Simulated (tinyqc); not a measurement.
FCI on RHF in the sto-3g basis, for H3+, spin multiplicity 1, step by step. One step of it, computed by the program tinyqc.

Task: Iteration 4 (converged): orbitals. Diagonalise F' = X^T F X, C = X C', fill 1 alpha and 1 beta electrons from the bottom; D = 2 C_occ C_occ^T. Each column has its largest component positive (the first on a tie).

converged F (hartree), order 1H 1s, 2H 1s, 3H 1s:
```
[[-0.947687, -0.792644, -0.792644],
 [-0.792644, -0.657818, -0.401594],
 [-0.792644, -0.401594, -0.657818]]
```

X, order 1H 1s, 2H 1s, 3H 1s:
```
[[1.443570, -0.457526, -0.457526],
 [-0.457526, 1.204576, 0.084756],
 [-0.457526, 0.084756, 1.204576]]
```

Give: F' = X^T F X; orbital energies; coefficients C; D after iteration 4.

Result:

F' = X^T F X (hartree):
```
[[-0.3243, -0.5563, -0.5563],
 [-0.5563, -0.3044, 0.0169],
 [-0.5563, 0.0169, -0.3044]]
```

orbital energies (hartree): [-1.0929, -0.3213, 0.4810]

coefficients C, order 1H 1s, 2H 1s, 3H 1s:
```
[[0.5805, 0.0000, 1.4716],
 [0.3098, 0.7918, -0.9719],
 [0.3098, -0.7918, -0.9719]]
```

D after iteration 4, order 1H 1s, 2H 1s, 3H 1s:
```
[[0.6739, 0.3597, 0.3597],
 [0.3597, 0.1920, 0.1920],
 [0.3597, 0.1920, 0.1920]]
```
